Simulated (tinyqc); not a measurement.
Inside a calculation. Method: one-electron ion in a basis of Gaussians. One step of it, computed by the program tinyqc.

Task: Matrices over normalised Gaussians. With p = a_i + a_j and I(k) = Gamma((k+1)/2) / (2 p^((k+1)/2)): S = I(2l+2), T = (2l+3) a_i a_j S / p, V = -Z I(2l+1), each divided by sqrt(S_ii S_jj).

exponents of r^l exp(-a r^2) (1/bohr^2): 0.216100  0.722600  2.417000  8.083000  27.040000  90.420000  302.400000

Z = 6

l = 1

Give: S; T; V.

Result:

S:
```
       1      2      3      4      5      6      7
1  1.000  0.650  0.223  0.057  0.013  0.003  0.001
2  0.650  1.000  0.650  0.223  0.057  0.013  0.003
3  0.223  0.650  1.000  0.650  0.223  0.057  0.013
4  0.057  0.223  0.650  1.000  0.650  0.223  0.057
5  0.013  0.057  0.223  0.650  1.000  0.650  0.223
6  0.003  0.013  0.057  0.223  0.650  1.000  0.650
7  0.001  0.003  0.013  0.057  0.223  0.650  1.000
```

T (hartree):
```
       1      2      3       4       5        6        7
1  0.540  0.541  0.221   0.060   0.014    0.003    0.001
2  0.541  1.806  1.809   0.740   0.201    0.047    0.011
3  0.221  1.809  6.043   6.051   2.476    0.674    0.159
4  0.060  0.740  6.051  20.207  20.231    8.281    2.253
5  0.014  0.201  2.476  20.231  67.600   67.692   27.711
6  0.003  0.047  0.674   8.281  67.692  226.050  226.345
7  0.001  0.011  0.159   2.253  27.711  226.345  756.000
```

V (hartree):
```
        1       2       3        4        5        6         7
1  -2.967  -2.844  -1.635   -0.744   -0.312   -0.128    -0.052
2  -2.844  -5.426  -5.201   -2.990   -1.361   -0.571    -0.233
3  -1.635  -5.201  -9.924   -9.512   -5.468   -2.489    -1.044
4  -0.744  -2.990  -9.512  -18.147  -17.393  -10.000    -4.552
5  -0.312  -1.361  -5.468  -17.393  -33.192  -31.816   -18.292
6  -0.128  -0.571  -2.489  -10.000  -31.816  -60.696   -58.178
7  -0.052  -0.233  -1.044   -4.552  -18.292  -58.178  -110.999
```
